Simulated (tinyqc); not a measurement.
Ballistic transport through the one-dimensional subbands of a rectangular nanowire or nanosheet channel: one step, computed by the program tinyqc. Command: `OMP_NUM_THREADS=1 python tinyqc.py 3028644 3028645 out.jsonl wire walk`. One thread of a shared host (Intel(R) Xeon(R) Processor @ 2.30GHz), about 0.01 s of CPU time with the checks.

Hard walls, parabolic subbands, transport along x. Energies are counted from the bulk conduction band edge at the top of the barrier, which the gate pulls down by U; the source Fermi level lies at the bulk edge when U = 0.

Task: Subbands. E_pq = (hbar^2 pi^2/2)(p^2/(m_y b^2) + q^2/(m_z a^2)); m_x = m_y = m_z = m, degeneracy g = 1; the 10 lowest subbands are kept.

Inputs (values chosen for the exercise, modelled on GaN): mass m = 0.19 m_0; height a = 3.1 nm; width b = 5.8 nm.

Valleys: single isotropic valley.

Constants: hbar^2/(2 m_0) = 3.80998212 eV angstrom^2; k_B = 8.617333262e-05 eV/K.

Give: Subbands.

Result:

Subbands:
```
valley axis  p  q  E (meV)  m_x (m_0)
-            1  1    264.8       0.19
-            2  1    441.3       0.19
-            3  1    735.4       0.19
-            1  2    882.6       0.19
-            2  2   1059.1       0.19
-            4  1   1147.3       0.19
-            3  2   1353.3       0.19
-            5  1   1676.7       0.19
-            4  2   1765.1       0.19
-            1  3   1912.3       0.19
```
